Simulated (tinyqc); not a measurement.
Hexagonal on-chip spiral inductor, lumped pi model: one step of the calculation.

Outer diameter do = di + 2 n wd + 2 (n - 1) sp, mean da = (do + di)/2, fill p = (do - di)/(do + di), length l = 3.464 n da. L = 2.33 mu0 n^2 da/(1 + 3.82 p), mu0 = 4 pi 1e-7 H/m. Rs = rho l/(wd delta (1 - exp(-th/delta))), delta = sqrt(rho/(pi f mu0)). Cs = n wd^2 eps0 eo/hu across the coil. At each end Cox = l wd eps0 eo/(2 ho) leads to the substrate branch Rsi = 2 rs he/(l wd) in parallel with Csi = l wd eps0 11.7/(2 he). With one end grounded Y = 1/(Rs + i w L) + i w Cs + 1/[1/(i w Cox) + 1/(1/Rsi + i w Csi)], w = 2 pi f; Q = -Im Y/Re Y. Eddy currents in neighbouring turns and in the substrate are left out.

Task. Geometry and model elements. do, l, L, delta, Rs, Cs, Cox, Rsi and Csi as defined.

Parameters, values chosen for the exercise; values of the order met in silicon radio-frequency processes:
- n = 1.5 (number of turns)
- wd = 20 um (line width)
- sp = 1.5 um (space between turns)
- di = 60 um (inner diameter)
- th = 3.4 um (metal thickness)
- rho = 1.9 uohm cm (metal resistivity)
- ho = 9.5 um (oxide below the coil)
- hu = 1.3 um (oxide between coil and underpass)
- eo = 3.9 (relative permittivity of the oxide)
- rs = 10 ohm cm (substrate resistivity)
- he = 80 um (effective spreading depth in the substrate)
- f = 1.5 GHz (frequency)

Constants: eps0 = 8.8541878128e-12 F/m. Results are converted to the units shown.

Wanted: do; l; L; delta; Rs; Cs; Cox; Rsi; Csi.

Result.

do = 121.50 um
l = 471.54 um
L = 0.26057 nH
delta = 1.7912 um
Rs = 0.29417 ohm
Cs = 15.938 fF
Cox = 17.140 fF
Rsi = 1696.6 ohm
Csi = 6.1061 fF

Program tinyqc, `OMP_NUM_THREADS=1 python tinyqc.py 2302073 2302074 out.jsonl`; Intel Xeon 2.30GHz, shared host, one thread, about 0.01 s.
